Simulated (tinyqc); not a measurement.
Reverse leakage of an n+-p junction: diffusion, generation, trap-assisted and band-to-band tunnelling: one step of the calculation.

One-sided abrupt junction in the depletion approximation, x from the junction (0) to W on the p side, field F = F0 (1 - x/W). Flat quasi-Fermi levels, long p side. Traps generate through SRH with both lifetimes shortened by 1 + Gamma (Hurkx enhancement, form for moderate fields); band-to-band generation is local and needs a total bending above Eg.

Question. Field, scales and diffusion current. ni = sqrt(Nc Nv) exp(-Eg/(2 Vt)), Eg in volts; Vbi = Vt ln(Na Nd/ni^2); W = sqrt(2 eps0 eps_r (Vbi + VR)/(q Na)); F0 = 2 (Vbi + VR)/W; FG = sqrt(24 mt m0 (kB T)^3)/(q hbar); J_diff = q ni^2 sqrt(Dn/tau)(1 - exp(-VR/Vt))/Na.

Values chosen for this exercise; band and dielectric values close to those of silicon: temperature T = 300 K; band gap Eg = 1.1 eV; relative permittivity eps_r = 11.7; conduction-band density of states at T Nc = 2.81e19 cm^-3; valence-band density of states at T Nv = 2.67e19 cm^-3; acceptor density of the lighter side Na = 5e17 cm^-3; donor density of the heavier side Nd = 1e20 cm^-3; SRH lifetime of both carriers at zero field tau = 2e-6 s; tunnelling mass mt = 0.26 m0; electron diffusion coefficient on the lighter side Dn = 27 cm^2/s; reverse bias VR = 2.1 V.

Constants: q = 1.602176634e-19 C, kB = 1.380649e-23 J/K, hbar = 1.054571817e-34 J s, m0 = 9.1093837015e-31 kg, Vt = kB T/q, eps0 = 8.8541878128e-14 F/cm where lengths are in cm. Results are converted to the units shown.

Give: ni; Vbi; W; F0; FG; J_diff.

Answer.

ni = 1.578e10 cm^-3
Vbi = 1.030 V
W = 89.97 nm
F0 = 695.8 kV/cm
FG = 376.1 kV/cm
J_diff = 2.930e-13 A/cm^2

Range of the model: The n+ side is degenerate, so Vbi from Boltzmann statistics is only a guide.

Computed by the program tinyqc: `OMP_NUM_THREADS=1 python tinyqc.py 2290095 2290096 out.jsonl`, one thread of a shared Intel Xeon 2.30GHz, about 0.01 s for the whole run.
